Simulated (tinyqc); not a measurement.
# One-dimensional ballistic tunnel FET, two-band WKB: effect of temperature

A p-type source for x < 0 with its Fermi level at 0 and its valence edge at ds; in the channel the bands fall as D exp(-x/lam) towards their flat values, with the conduction edge at Ec = ds - dP and D = dP + Eg. The gate moves dP one to one. The drain Fermi level lies at -Vd and the drain side reflects nothing. For w = E - Ec between 0 and dP an electron crosses the gap. Two-band dispersion with equal masses m: inside the gap kappa = sqrt(m u (1 - u/Eg)/C), u the distance from a band edge, C = hbar^2/(2 m0).

S(w) = 2 lam int_0^Eg kappa(u) du/(w + Eg - u) = 2 pi lam sqrt(m/(C Eg)) [w + Eg/2 - sqrt(w (w + Eg))], T(w) = exp(-S). I = g (2 q^2/h) int_0^dP T(w) [f(E) - f(E + Vd)] dw, E = ds - dP + w, f(x) = 1/(1 + exp(x/Vt)). Swing = d(dP)/d(log10 I).

Inputs (values chosen for the exercise); band and dielectric values close to those of In0.53Ga0.47As: band gap Eg = 0.728 eV; band-edge mass of the two-band model m = 0.041 m0; screening length of the source junction lam = 4 nm; source valence edge above the source Fermi level ds = 0.15 eV; drain bias Vd = 0.5 V; number of degenerate subbands (spin apart) g = 2; tunnelling window Ev(source) - Ec(channel) dP = 0.47 eV.

Constants: q = 1.602176634e-19 C, kB = 1.380649e-23 J/K, hbar = 1.054571817e-34 J s, h = 6.62607015e-34 J s, m0 = 9.1093837015e-31 kg, Vt = kB T/q, hbar^2/(2 m0) = 0.0380998212 eV nm^2. Results are converted to the units shown.

Effect of temperature:
```
T (K)	I (uA)	swing (mV/decade)	Vt ln 10 (mV/decade)
77	0.7103	260.1	15.28
150	0.7174	262.2	29.76
200	0.7247	264.3	39.68
250	0.7340	267.0	49.61
300	0.7448	270.1	59.53
350	0.7566	273.6	69.45
400	0.7690	277.3	79.37
```

What does the comparison show?

I rises from 0.710 to 0.769 uA, and the swing rises from 260 to 277 mV/decade, while the thermionic limit rises from 15.3 to 79.4 mV/decade. Gap and mass are held fixed.

Computed by the program tinyqc: `OMP_NUM_THREADS=1 python tinyqc.py 2620159 2620160 out.jsonl`, one thread of a shared Intel Xeon 2.30GHz, about 0.01 s for the whole run.
